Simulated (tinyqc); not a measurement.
CMOS latch-up, two-transistor model: one step of the calculation.

A parasitic pnp (emitter at Vdd, base shunted by Rw) and npn (emitter at ground, base shunted by Rs) feed each other: the npn collector current flows out of the pnp base node, the pnp collector current into the npn base node. Forward-active transistors with constant gains: Icn = Isn exp(Vn/Vt), Icp = Isp (exp(Vp/Vt) - 1). A current Ii is injected into the npn base node.

Problem. Response to the injected current, once round the loop per iteration. Icn = Isn exp(Vn/Vt); Vp solves Vp/Rw + Icp/bp = Icn; Vn(new) solves Vn/Rs + (Isn/bn) exp(Vn/Vt) = Icp + Ii.

Parameters, values chosen for the exercise; values close to those of bulk CMOS:
```
symbol    value  unit                                meaning
T           300     K                            temperature
bn          4.9                      current gain of the npn
bp          1.7                      current gain of the pnp
Isn       4e-15     A     saturation current of the npn at T
Isp     3.5e-15     A     saturation current of the pnp at T
Rs         1400   ohm  substrate resistance shunting the npn
Rw         1100   ohm       well resistance shunting the pnp
Ii         0.48    mA    current injected into the substrate
```

Constants: q = 1.602176634e-19 C, kB = 1.380649e-23 J/K, Vt = kB T/q. Results are converted to the units shown.

Vn at the start = 0.51 V

Find: Icn; Vp; Icp; Vn after iteration 1.

Solution.

Icn = 0.001478 mA
Vp = 0.001626 V
Icp = 2.272e-13 mA
Vn after iteration 1 = 0.6293 V

Numbers from tinyqc (`OMP_NUM_THREADS=1 python tinyqc.py 2670028 2670029 out.jsonl`; about 0.04 s on one thread of a shared Intel Xeon 2.30GHz).
